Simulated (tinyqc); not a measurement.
From results back to parameters: special k points of the bcc lattice. Two cases, with inputs chosen for the exercise.

Problem. E(k) = -sqrt(D^2 + (e0 - t A_1(k))^2) with A_1 = 8 at Gamma and A_1 = 0 at b1/2; t > 0 and D > 0 are hidden.

Case 1.

Values chosen (out of a larger set: the lattice of W; not measured data): e0 = 1.86 eV (offset).
E at Gamma = -4.491102 eV
E at b1/2 = -2.673200 eV

Case 2.

Values chosen: e0 = 2.71 eV (offset).
E at Gamma = -3.834384 eV
E at b1/2 = -3.700608 eV

Find: t; D.

Solution. The difference of the squares is 64 t^2 - 16 e0 t; it is positive, so the quadratic has one positive root t; D^2 follows from either energy.

Case 1.

t = 0.740 eV
D = 1.920 eV

Case 2.

t = 0.700 eV
D = 2.520 eV

Computed by tinyqc, one run a case: `OMP_NUM_THREADS=1 python tinyqc.py N N+1 out.jsonl` with N = 1651193, 1651477; one thread of a shared Intel(R) Xeon(R) Processor @ 2.30GHz, about 0.1 s a run at most.
